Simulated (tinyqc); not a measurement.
# Random telegraph noise from one oxide trap in a small MOSFET: two studies

An acceptor-like trap exchanges electrons with the channel. Inversion charge Q = Cox u, u = n Vt W0(exp((Vg - VT)/(n Vt))), W0 the Lambert function, n = nf, Cox = eps0 eox/tox; linear regime Id = (W/L) mu Q Vd. Relative to threshold the surface potential rises by Vt ln(u/u0) and the oxide voltage by the rest of Vg - VT, with u0 = n Vt W0(1).

Inputs (values chosen for the exercise); values of the order met in silicon transistors:
- T = 200 K (temperature)
- eox = 3.9 (relative permittivity of the gate insulator (close to silicon dioxide))
- tox = 4.3 nm (insulator thickness)
- xt = 1.4 nm (depth of the trap from the channel interface)
- E0 = 0.02 eV (trap level above the channel Fermi level at threshold)
- s0 = 9e-15 cm^2 (capture prefactor)
- EB = 0.17 eV (capture barrier (lattice relaxation))
- lt = 0.13 nm (tunnelling decay length)
- vth = 1.5e7 cm/s (thermal velocity)
- zi = 1.6 nm (thickness of the inversion layer)
- VT = 0.22 V (threshold voltage)
- nf = 1.16 (body factor)
- W = 260 nm (gate width)
- L = 29 nm (gate length)
- mu = 320 cm^2/(V s) (mobility)
- asc = 0 V s (scattering coefficient of the charged trap)
- Vd = 0.1 V (drain voltage)
- Vg = 0.22 V (gate voltage)

Constants: q = 1.602176634e-19 C, kB = 1.380649e-23 J/K, Vt = kB T/q, eps0 = 8.8541878128e-14 F/cm where lengths are in cm. Results are converted to the units shown.

Each table varies one quantity; the others keep the values above.

## Time constants and noise against gate voltage

N = Cox u/q; dpsi = Vt ln(u/u0); E = E0 - dpsi - (xt/tox)(Vg - VT - dpsi); capture time tc = 1/[(N/zi) vth s0 exp(-xt/lt - EB/Vt)]; emission time te = tc exp(-E/Vt); occupancy te/(tc + te). A = W L; threshold step dV = q (1 - xt/tox)/(Cox A); gm/Id = 1/(u + n Vt); relative step dI/I = (gm/Id) dV + asc mu/A. fc = (1/tc + 1/te)/(2 pi); rms = (dI/I) sqrt(tc te)/(tc + te).

Time constants and noise against gate voltage:
```
Vg (V),E (eV),tc (s),te (s),occupancy,dI/I (%),fc (Hz),rms dI/I (%)
0.01,0.2039,394.1,0.002872,7.288e-6,8.926,55.41,0.02410
0.07,0.1495,19.61,0.003359,1.713e-4,8.921,47.39,0.1167
0.13,0.09516,0.9853,0.003941,0.003983,8.829,40.55,0.5561
0.19,0.04277,0.05833,0.004876,0.07715,7.531,35.37,2.009
0.25,9.055e-4,0.008541,0.008104,0.4869,3.940,38.27,1.970
0.31,-0.02979,0.003269,0.01841,0.8492,2.073,57.33,0.7417
0.37,-0.05577,0.001879,0.04776,0.9622,1.322,88.06,0.2522
0.43,-0.07967,0.001290,0.1313,0.9903,0.9518,124.6,0.09343
0.49,-0.1025,9.738e-4,0.3721,0.9974,0.7378,163.9,0.03764
```

Read the table: what changes, and by how much?

tc falls from 394 to 9.74e-4 s as the channel fills and te rises from 0.00287 to 0.372 s; they are equal at Vg = 0.252 V, where E = 0. The rms noise goes from 0.0241 through a maximum of 2.01 (at Vg = 0.19 V among the rows listed) to 0.0376 %. The slope -Vt d ln(tc/te)/dVg is 0.907 between the first two rows and 0.380 between the last two; it tends to xt/tox = 0.326 only when the surface potential stops moving.

## Effect of the gate length

Same model as above.

The same in every row: E (eV) = 0.02000; tc (s) = 0.01906; te (s) = 0.005971; occupancy = 0.2386; fc (Hz) = 35.01.

Result of one run:
```
L (nm),dI/I (%),rms dI/I (%)
180,0.9177,0.3911
```

What becomes of these results when the gate length L is changed from 180 to 500 nm, all else the same?

Result of the changed run:
```
L (nm),dI/I (%),rms dI/I (%)
500,0.3304,0.1408
```

The whole series:
```
L (nm),dI/I (%),rms dI/I (%)
15,11.01,4.693
25,6.607,2.816
41,4.029,1.717
67,2.465,1.051
110,1.502,0.6400
180,0.9177,0.3911
300,0.5506,0.2347
500,0.3304,0.1408
```

As L goes from 15 to 500, tc stays at 0.0191 s, te stays at 0.00597 s and dI/I falls from 11.0 to 0.330 %. The step goes as 1/(W L), while the times do not depend on the size.

Range of the model: VT is taken as given; short-channel effects and the uneven flow of current among few electrons are left out.

Computed by the program tinyqc: `OMP_NUM_THREADS=1 python tinyqc.py 2710141 2710142 out.jsonl`, one thread of a shared Intel Xeon 2.30GHz, about 0.01 s for the whole run.
